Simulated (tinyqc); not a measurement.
Inside a calculation. Method: empirical pseudopotential in a few plane waves. Computed by tinyqc, a small Python program that keeps every step. Settings: plane-wave index or count = 15. Command: `OMP_NUM_THREADS=1 python tinyqc.py 26528 26529 out.jsonl` (the two numbers bound the seeds that draw the settings). One thread of a shared host (Intel(R) Xeon(R) Processor @ 2.60GHz), about 0.2 s of CPU time with the checks.

## Bloch Hamiltonian at k

Parameters chosen for this model: fcc lattice, atoms at +/- a/8 (1,1,1); form factors in rydberg at |G|^2 in units of (2 pi/a)^2:
```
parameter,value,unit
a,5.830000,angstrom
VS(3),-0.244000,Ry
VS(8),0.029000,Ry
VS(11),0.075000,Ry
VA(3),0,Ry
VA(4),0,Ry
VA(11),0,Ry
hbar^2/2m (2 pi/a)^2,4.425329,eV
```

k point k (2 pi / a): -0.44000  -0.14000  0.34000

Basis: the 15 shortest G (labels in 2 pi/a), the same at every k. H(G,G') = c |k + G|^2 delta + VS(|G-G'|^2) cos((G-G').tau) + i VA sin((G-G').tau), tau = a/8 (1,1,1); 1 Ry = 13.605693 eV.

H(k) at k (eV):
```
,+0+0+0,-1-1-1,-1-1+1,-1+1-1,-1+1+1,+1-1-1,+1-1+1,+1+1-1,+1+1+1,-2+0+0,+0-2+0,+0+0-2,+0+0+2,+0+2+0,+2+0+0
+0+0+0,1.45505,2.34745,-2.34745,-2.34745,-2.34745,-2.34745,-2.34745,-2.34745,2.34745,0.00000,0.00000,0.00000,0.00000,0.00000,0.00000
-1-1-1,2.34745,16.85519,0.00000,0.00000,-0.39457,0.00000,-0.39457,-0.39457,0.00000,-2.34745,-2.34745,-2.34745,-0.72155,-0.72155,-0.72155
-1-1+1,-2.34745,0.00000,22.87364,0.39457,0.00000,0.39457,0.00000,0.00000,-0.39457,-2.34745,-2.34745,0.72155,2.34745,-0.72155,-0.72155
-1+1-1,-2.34745,0.00000,0.39457,14.37701,0.00000,0.39457,0.00000,0.00000,-0.39457,-2.34745,0.72155,-2.34745,-0.72155,2.34745,-0.72155
-1+1+1,-2.34745,-0.39457,0.00000,0.00000,20.39546,0.00000,0.39457,0.39457,0.00000,2.34745,-0.72155,-0.72155,-2.34745,-2.34745,0.72155
+1-1-1,-2.34745,0.00000,0.39457,0.39457,0.00000,9.06661,0.00000,0.00000,-0.39457,0.72155,-2.34745,-2.34745,-0.72155,-0.72155,2.34745
+1-1+1,-2.34745,-0.39457,0.00000,0.00000,0.39457,0.00000,15.08506,0.39457,0.00000,-0.72155,2.34745,-0.72155,-2.34745,0.72155,-2.34745
+1+1-1,-2.34745,-0.39457,0.00000,0.00000,0.39457,0.00000,0.39457,6.58843,0.00000,-0.72155,-0.72155,2.34745,0.72155,-2.34745,-2.34745
+1+1+1,2.34745,0.00000,-0.39457,-0.39457,0.00000,-0.39457,0.00000,0.00000,12.60688,-0.72155,-0.72155,-0.72155,-2.34745,-2.34745,-2.34745
-2+0+0,0.00000,-2.34745,-2.34745,-2.34745,2.34745,0.72155,-0.72155,-0.72155,-0.72155,26.94494,0.39457,0.39457,-0.39457,-0.39457,0.00000
+0-2+0,0.00000,-2.34745,-2.34745,0.72155,-0.72155,-2.34745,2.34745,-0.72155,-0.72155,0.39457,21.63455,0.39457,-0.39457,0.00000,-0.39457
+0+0-2,0.00000,-2.34745,0.72155,-2.34745,-0.72155,-2.34745,-0.72155,2.34745,-0.72155,0.39457,0.39457,13.13792,0.00000,-0.39457,-0.39457
+0+0+2,0.00000,-0.72155,2.34745,-0.72155,-2.34745,-0.72155,-2.34745,0.72155,-2.34745,-0.39457,-0.39457,0.00000,25.17481,0.39457,0.39457
+0+2+0,0.00000,-0.72155,-0.72155,2.34745,-2.34745,-0.72155,0.72155,-2.34745,-2.34745,-0.39457,0.00000,-0.39457,0.39457,16.67818,0.39457
+2+0+0,0.00000,-0.72155,-0.72155,-0.72155,0.72155,2.34745,-2.34745,-2.34745,-2.34745,0.00000,-0.39457,-0.39457,0.39457,0.39457,11.36778
```

## Levels at k

Diagonalise the Hermitian matrix.

eigenvalues (eV): -1.40292  4.25631  7.27449  8.05051  12.15475  13.57799  14.34101  15.35491  16.90498  19.11397  19.74103  22.15514  25.17861  27.23486  30.30587

## Bands along a path

The same steps at evenly spaced points between the labelled ones.

Bands along the path (eV), lowest eight:
```
k,band 1,band 2,band 3,band 4,band 5,band 6,band 7,band 8
L,-0.44211,2.58719,8.04491,8.04491,10.99211,14.01002,14.01002,17.81030
L-G 0.33,-1.40574,4.02501,8.08428,8.08428,11.12612,13.83821,13.83821,17.05861
L-G 0.67,-2.27641,6.53444,8.44008,8.44008,11.56805,13.39003,13.39003,13.92017
G,-2.58620,8.69722,8.69722,8.69722,10.74344,12.88142,12.88142,12.88142
G-X 0.33,-2.17013,6.43101,8.03425,8.03425,12.07150,12.80530,14.21666,14.21666
G-X 0.67,-0.94069,3.71176,7.24045,7.24045,11.30886,12.20755,16.99332,16.99332
X,1.04143,1.38884,7.11292,7.11292,11.14507,11.52993,20.41877,20.41877
```

With 4 band(s) filled, the highest filled level on these points lies at G and the lowest empty one at G: a gap of 2.0462 eV, direct. This holds for the small fixed basis; with all plane waves up to |k + G|^2 = 21 (2 pi/a)^2 the gap along the path is 2.24 eV.

## Convergence with the number of plane waves

Levels at G counted from the fourth one.

Levels (eV):
```
plane waves,level 1,level 5,level 8
9,-15.46762,0,1.57826
15,-11.28342,2.04622,4.18420
27,-10.55651,2.77875,4.00667
51,-10.62451,2.99040,4.20719
59,-10.69235,2.99509,4.00341
65,-10.71410,2.99509,3.95871
89,-10.67182,2.97176,3.99609
```
